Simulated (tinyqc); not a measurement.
Worked calculation: RKS/BP86 in the 3-21g basis, for H2, spin multiplicity 1. One step of it, computed by the program tinyqc.

Task: Iteration 2: building the Kohn-Sham matrix. J_ij = sum D_kl (ij|kl); F = H + J + V_xc; E = tr D H + tr D J / 2 + E_xc + E_nn.

D after iteration 1:
```
          1H 1s     1H 2s     2H 1s     2H 2s
1H 1s  0.152544  0.179363  0.152544  0.179363
1H 2s  0.179363  0.210898  0.179363  0.210898
2H 1s  0.152544  0.179363  0.152544  0.179363
2H 2s  0.179363  0.210898  0.179363  0.210898
```

core Hamiltonian H = T + V (hartree):
```
           1H 1s      1H 2s      2H 1s      2H 2s
1H 1s  -0.866922  -0.923828  -0.731156  -0.756554
1H 2s  -0.923828  -0.953538  -0.756554  -0.867263
2H 1s  -0.731156  -0.756554  -0.866922  -0.923828
2H 2s  -0.756554  -0.867263  -0.923828  -0.953538
```

Two-electron integrals (ij|kl) in chemists' order, unique and non-zero (hartree):
```
(11|11) 1.140145   (21|11) 0.611403   (21|21) 0.345152   (22|11) 0.626370
(22|21) 0.380329   (22|22) 0.482957   (31|11) 0.367464   (31|21) 0.208367
(31|22) 0.230290   (31|31) 0.159924   (32|11) 0.333945   (32|21) 0.201141
(32|22) 0.247686   (32|31) 0.162002   (32|32) 0.185858   (33|11) 0.665218
(33|21) 0.408807   (33|22) 0.516600   (33|31) 0.367464   (33|32) 0.442499
(33|33) 1.140145   (41|11) 0.442499   (41|21) 0.250680   (41|22) 0.277858
(41|31) 0.162002   (41|32) 0.159665   (41|33) 0.333945   (41|41) 0.185858
(42|11) 0.493824   (42|21) 0.301608   (42|22) 0.388690   (42|31) 0.200882
(42|32) 0.227313   (42|33) 0.493824   (42|41) 0.227313   (42|42) 0.332627
(43|11) 0.408807   (43|21) 0.250606   (43|22) 0.320250   (43|31) 0.208367
(43|32) 0.250680   (43|33) 0.611403   (43|41) 0.201141   (43|42) 0.301608
(43|43) 0.345152   (44|11) 0.516600   (44|21) 0.320250   (44|22) 0.429085
(44|31) 0.230290   (44|32) 0.277858   (44|33) 0.626370   (44|41) 0.247686
(44|42) 0.388690   (44|43) 0.380329   (44|44) 0.482957
```

nuclear repulsion = 0.70089697 hartree

V_xc (hartree):
```
           1H 1s      1H 2s      2H 1s      2H 2s
1H 1s  -0.557909  -0.309448  -0.226970  -0.236487
1H 2s  -0.309448  -0.314950  -0.236487  -0.274703
2H 1s  -0.226970  -0.236487  -0.557909  -0.309448
2H 2s  -0.236487  -0.274703  -0.309448  -0.314950
```

E_xc = sum of w rho eps_xc = -0.68886407 hartree

Give: Coulomb J; Kohn-Sham matrix F; total energy of this density.

Result:

Coulomb J (hartree):
```
       1H 1s  1H 2s  2H 1s  2H 2s
1H 1s  1.481  0.870  0.608  0.661
1H 2s  0.870  1.041  0.661  0.896
2H 1s  0.608  0.661  1.481  0.870
2H 2s  0.661  0.896  0.870  1.041
```

Kohn-Sham matrix F (hartree):
```
        1H 1s   1H 2s   2H 1s   2H 2s
1H 1s   0.057  -0.363  -0.350  -0.332
1H 2s  -0.363  -0.228  -0.332  -0.246
2H 1s  -0.350  -0.332   0.057  -0.363
2H 2s  -0.332  -0.246  -0.363  -0.228
```

total energy of this density = -1.17289 hartree
